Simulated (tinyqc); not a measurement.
Inside a calculation: bond-orbital model of a tetrahedral semiconductor (Harrison's universal couplings). Values are carried at full precision from step to step, so a last printed digit may differ when a step is redone from the rounded ones.

Hybrid level eh = (es + 3 ep)/4; metallic energy V1 = (ep - es)/4 for each atom; covalent energy V2 = 3.22 hbar^2/(m d^2); polar energy V3 = (ehc - eha)/2; hbar^2/m = 2c, c = hbar^2/2m0. Polarity ap = V3/sqrt(V2^2 + V3^2), covalency ac = V2/sqrt(V2^2 + V3^2). p-p coupling at Gamma Exx = (4/3)(2.22 - 2 x 0.63) hbar^2/(m d^2) = 1.28 hbar^2/(m d^2), s-s coupling Ess = 4 x 1.32 hbar^2/(m d^2).

Constants: hbar^2/2m0 = 3.80998211 eV angstrom^2.

Values chosen for the exercise (near tabulated values for GaAs; the model gives trends, and its gaps can be far from the real ones; not measured data):
- esc = -11.55 eV (s level, cation)
- epc = -5.61 eV (p level, cation)
- esa = -18.97 eV (s level, anion)
- epa = -8.99 eV (p level, anion)
- d = 2.44 angstrom (bond length)
- Z = 5 (valence electrons of the anion)

## The three energies

Form the hybrid levels, V1, V2 and V3.

hbar^2/(m d^2) = 1.2799 eV

hybrid levels (eV): cation -7.0950, anion -11.4850

V1 (eV): cation 1.4850, anion 2.4950

V2, V3 (eV): 4.1213  2.1950

## Bond and antibond

The 2 x 2 problem [[ehc, -V2], [-V2, eha]] gives (ehc + eha)/2 -/+ sqrt(V2^2 + V3^2); ap = V3/sqrt(V2^2 + V3^2), ac = V2/sqrt(V2^2 + V3^2); the bond has weight (1 + ap)/2 on the anion.

levels (eV): bond -13.9593, antibond -4.6207

ap = 0.4701
ac = 0.8826
weight on the anion = 0.7350

## Charges

With dZ = Z - 4: effective charge Z* = 4 ap - dZ (positive on the cation); transverse charge eT* = Z* + (8/3) ap ac^2.

Z* = 0.880 e
eT* = 1.857 e

Charge that flows along the bonds as they stretch adds 0.98 e to the static value.

## Metallicity and a gap from the bond picture

Neighbouring bonds couple through V1: averaged V1b = V1c (1 - ap)/2 + V1a (1 + ap)/2 for the bond band and V1x = V1c (1 + ap)/2 + V1a (1 - ap)/2 for the antibond band. The top of the bond band lies V1b above the bond level and the bottom of the antibond band 3 V1x below the antibond level, so the gap is 2 sqrt(V2^2 + V3^2) - V1b - 3 V1x; metallicity am = (V1b + 3 V1x)/(2 sqrt(V2^2 + V3^2)).

V1b, V1x (eV): 2.2274  1.7526

gap = 1.853 eV
am = 0.802

The gap closes where am reaches one. The model gives trends; its gap can miss the real one by a factor of two to five, most in ratio for narrow gaps and most in eV for first-row compounds.

## Band edges at Gamma

Ev is the lower root of [[epa, Exx], [Exx, epc]] and the s-like conduction level the upper root of [[esa, Ess], [Ess, esc]], with Exx = 1.28 u and Ess = 5.28 u, u = hbar^2/(m d^2).

Exx, Ess (eV): 1.6383  6.7578

Ev = -9.654 eV
s-like conduction level = -7.551 eV
E0 gap = 2.103 eV

Universal couplings give the trend of E0 from compound to compound, not its value; it can miss by several eV and by a factor of two or more, and spin-orbit coupling is left out.

## Checks

- Bond level from the formula against the 2 x 2 matrix: both -13.9593.

(tinyqc, `OMP_NUM_THREADS=1 python tinyqc.py 1452463 1452464 out.jsonl`, Intel(R) Xeon(R) Processor @ 2.30GHz, 1 thread, shared host, about 0.01 s.)
